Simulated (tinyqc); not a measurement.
Changing the time step dt: finite-difference solution of the diffusion equation on a small grid. Computed by tinyqc, a small Python program. Command: `OMP_NUM_THREADS=1 python tinyqc.py 3003869 3003870 out.jsonl fdiff sweep`. One thread of a shared host (Intel(R) Xeon(R) Processor @ 2.30GHz), about 0.02 s of CPU time with the checks.

dC/dt = D d2C/dx2 on nodes x_j = j dx, j = 0..9; the far end is sealed.

Inputs (values chosen for the exercise): diffusivity D = 0.95 nm^2/s; grid spacing dx = 10 nm; final time t_f = 980 s.

Boundary at x = 0: sealed surface. Scheme: implicit.

start values C_j, j = 0, 1, ... (% of a reference): [76.2, 100, 78.7, 20.4, 3.77, 0, 0, 0, 0, 0]

Method:
- The operator M acts as (M C)_j = C_(j-1) - 2 C_j + C_(j+1); at the sealed far end a mirror node gives 2 C_(N-2) - 2 C_(N-1); at j = 0, a mirror node gives 2 C_1 - 2 C_0.
- r = D dt/dx^2.
- With r = D dt/dx^2: (1 - theta r M) C(new) = (1 + (1 - theta) r M) C(old); theta = 0 explicit, 1 implicit, 1/2 Crank-Nicolson.
- The run takes n = round(t_f/dt) steps of length t_f/n.
- The dose is the trapezoidal sum of C dx; the error is the largest difference from exp(M D t/dx^2) C(0), the exact time evolution on the same grid.

One run for each value:
```
time step dt (s)  largest error at t_f (%)  mesh ratio r  final C_5 (%)  final dose (% nm)
3.8                                  0.048         0.036          23.90             2409.7
7.7                                  0.097         0.073          23.88             2409.7
15.3                                 0.194         0.145          23.85             2409.7
30.6                                 0.389         0.291          23.77             2409.7
61.2                                 0.781         0.582          23.62             2409.7
122.5                                1.569         1.164          23.30             2409.7
245.0                                3.133         2.328          22.62             2409.7
490.0                                6.021         4.655          21.27             2409.7
```

Over the rows, largest error at t_f (%) rises from 0.0484 to 6.02 (exponent d ln y / d ln x 1.0 between the first rows and 0.94 between the last). The exponent of largest error at t_f stays between 0.94 and 1.01, near 1: first order in the step.

Extremes, crossings and ranges named in words are read from the listed rows.
